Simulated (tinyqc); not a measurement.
Cahn-Hilliard equation on a periodic one-dimensional grid: one step, computed by the program tinyqc.

Free energy F = h sum_j [A (c_j^2 - 1)^2/4 + (kappa/2) ((c_(j+1) - c_j)/h)^2]; dc/dt = Lap(mu), mu = A (c^3 - c) - kappa Lap(c), Lap(y)_j = (y_(j+1) - 2 y_j + y_(j-1))/h^2, mobility 1; the grid has n = 12 points.

Problem. Linear stability. f'' = A (3 c0^2 - 1). Mode m has lambda_m = (4/h^2) sin^2(pi m/n) and the rate w_m = -lambda_m (f'' + kappa lambda_m). In the continuum the fastest wavelength is 2 pi sqrt(2 kappa/|f''|) with the rate f''^2/(4 kappa). Explicit steps near c = +-1, where f'' = 2A, are stable for dt < 2/(16 kappa/h^4 + 8 A/h^2).

Inputs (values chosen for the exercise, in reduced units):
```
quantity,value,unit
spacing h,0.91,-
well depth A,0.69,-
gradient coefficient kappa,1.2,-
mean composition c0,-0.0014,-
```

Give: f''; Modes of the grid; fastest wavelength; largest rate; explicit limit of dt.

Solution.

f'' = -0.6900

Modes of the grid:
```
m,lambda_m,w_m
1,0.324,0.10
2,1.208,-0.92
3,2.415,-5.33
4,3.623,-13.25
5,4.507,-21.26
6,4.830,-24.67
```

fastest wavelength = 11.72

largest rate = 0.09919

explicit limit of dt = 0.05770
